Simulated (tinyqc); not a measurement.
Penn model of the dielectric constant and Phillips ionicity: one step. Penn gap from the dielectric constant. Three cases, with inputs chosen for the exercise.

Question. Start with S = 1 and repeat Eg = Ep sqrt(S/(ei - 1)) until Eg changes by less than 1e-6 eV.

n = 32/a^3; Ep^2 = 8 pi c e2 n with c = hbar^2/2m0, e2 = e^2/(4 pi eps0); EF = c (3 pi^2 n)^(2/3); eps = 1 + (Ep/Eg)^2 S with S = 1 - Eg/(4 EF) + (Eg/(4 EF))^2/3, Eg the Penn gap. Core d shells are left out.

Case 1.

Values chosen (out of a larger set: near those of ZnSe; not measured data): ei = 5.86 (high-frequency dielectric constant).

Ep = 15.50888 eV
EF = 11.38416 eV

Case 2.

Values chosen (out of a larger set: near those of diamond; not measured data): ei = 5.87 (high-frequency dielectric constant).

Ep = 31.35134 eV
EF = 29.09838 eV

Case 3.

Values chosen (out of a larger set: near those of AlAs; not measured data): ei = 8.31 (high-frequency dielectric constant).

Ep = 15.63667 eV
EF = 11.50941 eV

Give: Iterations; Penn gap Eg.

Answer.

Case 1.

Iterations:
```
step  Eg in (eV)       S  Eg out (eV)
1         7.0350  0.8535       6.4991
2         6.4991  0.8641       6.5394
3         6.5394  0.8633       6.5363
4         6.5363  0.8633       6.5366
5         6.5366  0.8633       6.5366
6         6.5366  0.8633       6.5366
7         6.5366  0.8633       6.5366
```

Penn gap Eg = 6.537 eV

The factor S lowers the gap by 0.498 eV from the first estimate. The Penn gap is a mean bonding-antibonding separation, near the main peak of eps2, not the smallest gap.

Case 2.

Iterations:
```
step  Eg in (eV)       S  Eg out (eV)
1        14.2066  0.8829      13.3490
2        13.3490  0.8897      13.4002
3        13.4002  0.8893      13.3972
4        13.3972  0.8893      13.3974
5        13.3974  0.8893      13.3973
6        13.3973  0.8893      13.3973
```

Penn gap Eg = 13.397 eV

The factor S lowers the gap by 0.809 eV from the first estimate. The Penn gap is a mean bonding-antibonding separation, near the main peak of eps2, not the smallest gap.

Case 3.

Iterations:
```
step  Eg in (eV)       S  Eg out (eV)
1         5.7834  0.8796       5.4242
2         5.4242  0.8868       5.4463
3         5.4463  0.8864       5.4449
4         5.4449  0.8864       5.4450
5         5.4450  0.8864       5.4450
6         5.4450  0.8864       5.4450
```

Penn gap Eg = 5.445 eV

The factor S lowers the gap by 0.338 eV from the first estimate. The Penn gap is a mean bonding-antibonding separation, near the main peak of eps2, not the smallest gap.

Computed by tinyqc, one run a case: `OMP_NUM_THREADS=1 python tinyqc.py N N+1 out.jsonl` with N = 1682645, 1682687, 1682768; one thread of a shared Intel(R) Xeon(R) Processor @ 2.30GHz, about 0.01 s a run at most.
